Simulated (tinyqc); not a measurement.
Equation-of-state fits to an energy-volume table made by a known binding curve: one step, computed by the program tinyqc. Command: `OMP_NUM_THREADS=1 python tinyqc.py 3000704 3000705 out.jsonl eosfit walk`. One thread of a shared host (Intel(R) Xeon(R) Processor @ 2.30GHz), about 0.02 s of CPU time with the checks.

With x = (V/V_0)^(1/3), the energy per atom is E = D [m x^-n - n x^-m]/(n - m), so that B0 = D n m/(9 V_0) and B' = (n + m + 6)/3. B' = dB/dP at P = 0.

Task: Errors of the Birch-Murnaghan fit. Third-order Birch-Murnaghan is a cubic in u = V^(-2/3): fit it by linear least squares, find the minimum, and take B0 = V E''(V), B' = -1 - V E'''/E'' there. Errors are fitted minus exact, relative; the pressure at c V_0 uses P = (3 B0/2) (x^7 - x^5) [1 + (3/4)(B' - 4)(x^2 - 1)], x = (V0/V)^(1/3) with the fitted values.

Inputs (values chosen for the exercise, for a model crystal): true volume V_0 = 37.5 angstrom^3/atom; compression V/V_0 for the pressure test = 0.7.

Binding curve: Mie. Noise: added.

fitted B0 = 97.60053 GPa

exact B0 = 98.43773 GPa

fitted B' = 8.454261

exact B' = 6.333333

fitted V0 = 37.48465 angstrom^3

exact pressure at c V_0 = 110.2384 GPa

Give: error of B0; error of B'; fitted pressure at c V_0; error of that pressure.

Result:

error of B0 = -0.8505 %

error of B' = 33.49 %

fitted pressure at c V_0 = 134.7 GPa

error of that pressure = 22.21 %
